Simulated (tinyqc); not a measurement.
X-ray reflectivity of a thin film on silicon: critical angles, Parratt recursion, fringes and roughness: one step, computed by the program tinyqc. Command: `OMP_NUM_THREADS=1 python tinyqc.py 3120079 3120080 out.jsonl xrr walk`. One thread of a shared host (Intel(R) Xeon(R) Processor @ 2.30GHz), about 0.01 s of CPU time with the checks.

n = 1 - delta + i beta; the classical electron radius is r_e = 2.8179403e-6 nm. Layer 0 is vacuum, 1 the film, 2 the substrate.

Task: Reflectivity at one angle. k_j = (2 pi/lambda) sqrt(sin^2 theta - 2 delta_j + 2 i beta_j); r_ij = (k_i - k_j)/(k_i + k_j) x exp(-2 k_i k_j sigma^2) (Nevot-Croce); r = (r_01 + r_12 p)/(1 + r_01 r_12 p), p = exp(2 i k_1 d); R = |r|^2.

Inputs (values chosen for the exercise, modelled on tungsten on silicon, copper K-alpha radiation):

| quantity | value | unit |
|---|---|---|
| wavelength lambda | 0.15406 | nm |
| film thickness d | 30.4 | nm |
| roughness of the surface sigma_1 | 1.1 | nm |
| roughness of the interface sigma_2 | 0.43 | nm |
| grazing angle theta | 2.32 | degrees |

Constants:

| layer | rho_e (1/nm^3) | delta | beta | critical angle (degrees) | q_c (1/nm) |
|---|---|---|---|---|---|
| film | 4611.153 | 4.908415e-05 | 4.368489e-06 | 0.5676861 | 0.8081753 |
| substrate | 711.402 | 7.572626e-06 | 1.741704e-07 | 0.2229774 | 0.3174375 |

Give: k_0, k_1, k_2; 1000 r_01; 1000 r_12; p; reflectivity R; q = 4 pi sin(theta)/lambda.

Result:

k_0, k_1, k_2 (1/nm): 1.6510  1.6008+0.0045i  1.6433+0.0002i

1000 r_01 = 0.025721-0.002833i

1000 r_12 = -4.9576+0.5298i

p = -0.75728+0.04831i

reflectivity R = 1.4510e-05

q = 4 pi sin(theta)/lambda = 3.3019 1/nm
